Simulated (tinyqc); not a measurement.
Energy and delay of logic against supply voltage: one step of the calculation.

One expression serves below and above threshold: I(Vg) = Ik [ln(1 + exp((Vg - VT + dd V)/(al nf Vt)))]^al, with I_on = I(V) and I_off = I(0). Gate delay td = kd C V/I_on, clock period LD td. Per gate and cycle the switching energy is act C V^2 and the leakage energy I_off V LD td. No short-circuit current, no variation. Minima are sought above 0.09 V; below a few Vt gates no longer switch and the model has no meaning.

Problem. Currents, delay and energies. I_on, I_off, td, clock frequency 1/(LD td), both energies and their sum.

Inputs (values chosen for the exercise); values of the order met in logic technologies:
```
symbol  value  unit                               meaning
T         300     K                           temperature
VT       0.39     V  threshold voltage at zero drain bias
nf       1.39                                slope factor
dd       0.07         barrier lowering per volt of supply
Ik       0.85    uA            specific current of a gate
al       1.51                 exponent of the current law
C         3.2    fF            load capacitance of a gate
kd        0.8                                delay factor
LD         40                                 logic depth
act      0.02                             activity factor
V        0.95     V                        supply voltage
```

Constants: q = 1.602176634e-19 C, kB = 1.380649e-23 J/K, Vt = kB T/q. Results are converted to the units shown.

Wanted: I_on; I_off; td; clock frequency; switching energy; leakage energy; energy.

Solution.

I_on = 34.17 uA
I_off = 0.1044 nA
td = 71.17 ps
clock frequency = 0.3513 GHz
switching energy = 57.76 aJ
leakage energy = 0.2824 aJ
energy = 58.04 aJ

I_on/I_off = 3.27e5; leakage makes up 0.487 % of the energy.

Program tinyqc, `OMP_NUM_THREADS=1 python tinyqc.py 2082154 2082155 out.jsonl`; Intel Xeon 2.30GHz, shared host, one thread, about 0.01 s.
